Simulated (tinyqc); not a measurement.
# Worked calculation: gated graphene, quantum capacitance

Program tinyqc, `OMP_NUM_THREADS=1 python tinyqc.py 2200130 2200131 out.jsonl`; Intel Xeon 2.30GHz, shared host, one thread, about 0.01 s. Printed values are rounded.

phi is the Fermi level above the Dirac point, in volts; Vg is counted from the gate voltage of charge neutrality. Ideal linear bands, no charge puddles.

Inputs (values chosen for the exercise); values close to those of graphene:

| symbol | value | unit | meaning |
|---|---|---|---|
| T | 300 | K | temperature |
| eox | 3.9 |  | relative permittivity of the gate insulator (close to silicon dioxide) |
| tox | 2.1 | nm | insulator thickness |
| vF | 1.08e6 | m/s | Fermi velocity |
| Dit | 0 | cm^-2 eV^-1 | density of traps |
| Vg | 0.84 | V | gate voltage |

Constants: q = 1.602176634e-19 C, kB = 1.380649e-23 J/K, hbar = 1.054571817e-34 J s, Vt = kB T/q, eps0 = 8.8541878128e-14 F/cm where lengths are in cm. Results are converted to the units shown.

## Gate capacitance

Cox = eps0 eox/tox.

Cox = 1.64435 uF/cm^2

## Starting value

phi = 0.01 V.

phi at the start = 0.01 V

## Iteration 1: new phi

N0 = (2/pi)(kB T/(hbar vF))^2; n = N0 F1(phi/Vt), p = N0 F1(-phi/Vt), F1(e) = int_0^infinity u du/(1 + exp(u - e)) = -Li2(-exp(e)); Cq = q d(n - p)/dphi = (q N0/Vt) ln[2 (1 + cosh(phi/Vt))]. Newton: f = phi + q (n - p + Dit phi)/Cox - Vg, phi(new) = phi - f/(1 + (Cq + q Dit)/Cox).

n = 9.51745e10 cm^-2
p = 4.96207e10 cm^-2
Cq = 0.742769 uF/cm^2
f = -0.825561 V
phi after iteration 1 = 0.578682 V

## Iteration 2: new phi

As before.

n = 2.12321e13 cm^-2
p = 15.9904 cm^-2
Cq = 11.6802 uF/cm^2
f = 1.80744 V
phi after iteration 2 = 0.355631 V

## Course of the iteration

Stop when the step is below 1e-10 V, or after 40 iterations.

Course of the iteration:
```
iteration  phi before the step (V)   step (V)
1                             0.01      0.569
2                         0.578682     -0.223
3                         0.355631    -0.0569
4                         0.298720   -4.26e-3
5                         0.294460   -2.41e-5
6                         0.294436  -7.75e-10
7                         0.294436          0
```

Converged in 7 iterations.

## Charge and capacitances at the solution

converged phi = 0.294436 V

N0 = (2/pi)(kB T/(hbar vF))^2; n = N0 F1(phi/Vt), p = N0 F1(-phi/Vt), F1(e) = int_0^infinity u du/(1 + exp(u - e)) = -Li2(-exp(e)); Cq = q d(n - p)/dphi = (q N0/Vt) ln[2 (1 + cosh(phi/Vt))]. 1/C_G = 1/Cox + 1/(Cq + q Dit); dphi/dVg = Cox/(Cox + Cq + q Dit).

n - p = 5.59925e12 cm^-2
Cq = 5.94296 uF/cm^2
C_G = 1.28798 uF/cm^2
dphi/dVg = 0.216724

Cq is 3.61 times Cox, so C_G is 78.3 % of Cox; 35.1 % of the gate voltage has gone into phi.
